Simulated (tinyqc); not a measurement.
# Area and perimeter leakage from two diodes

Problem. A square diode and a finger diode leak I = JA area + JP perimeter. Find JA, JP and the side of the square at which both parts are equal.

areas (um^2): 10000  244000
perimeters (um): 400  50020
leakage currents (pA): 0.77  75.152000

Answer. Two linear equations give JA and JP; for a square of side a, JA a^2 = 4 JP a at a = 4 JP/JA.

JA = 2.10e-9 A/cm^2
JP = 1.40e-11 A/cm
side for equal parts = 267 um

tinyqc, about 0.01 s, one thread, Intel Xeon 2.30GHz (shared host): `OMP_NUM_THREADS=1 python tinyqc.py 2290051 2290052 out.jsonl`
